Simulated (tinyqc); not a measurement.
# From xi back to coupling J

Model: classical Heisenberg spin chain: exact results, Metropolis, heat-bath and over-relaxation steps, and a Monte Carlo run. Computed by tinyqc, a small Python program. Command: `OMP_NUM_THREADS=1 python tinyqc.py 3130190 3130191 out.jsonl heismc inv`. One thread of a shared host (Intel(R) Xeon(R) Processor @ 2.30GHz), about 0.01 s of CPU time with the checks.

E = -J sum_i s_i . s_(i+1) for unit vectors s_i on an open chain; K = J/(k_B T).

Inputs (values chosen for the exercise, for a model chain of large moments): temperature T = 184 K; moment mu = 5.8 mu_B.

Constants: k_B = 8.617333262e-05 eV/K; mu_B = 5.7883818060e-05 eV/T.

Method. Each bond angle is independent, so u = <s_i . s_(i+1)> = coth K - 1/K, <s_i . s_(i+n)> = u^n, correlation length xi = -1/ln|u|, energy per bond -J u, heat capacity per bond c/k_B = 1 - K^2/sinh^2 K, and for the long chain chi = mu^2 (1 + u)/(3 k_B T (1 - u)) per spin.

Question. A run gave the result below. Find the coupling J, known to lie between -21 and -9.9 meV.

xi = 0.8255835 sites

Answer.

Each step takes the trial c = (a f_b - b f_a)/(f_b - f_a), f being the result less the target; c replaces end b, the old b replaces a if the sign of f changed, and otherwise f_a is halved.

Scan of the range:
```
coupling J (meV)  xi (sites)
-21.0                1.08302
-19.1                0.99864
-17.3                0.92129
-15.4                0.84229
-13.6                0.76982
-11.8                0.69942
-9.9                 0.62696
```

False position (Illinois rule) inside the bracket:
```
step     end a     end b     trial  xi (sites)
1     -15.4000  -13.6000  -14.9851    0.825386
2     -15.4000  -14.9851  -14.9947    0.825775
3     -14.9851  -14.9947  -14.9900    0.825583
4     -14.9947  -14.9900  -14.9900    0.825584
```

xi falls at every point of a 13-point scan of the range (every second point is shown), so one value fits; it is bracketed by -15.4 and -13.6. Answer: coupling J = -14.99 meV.
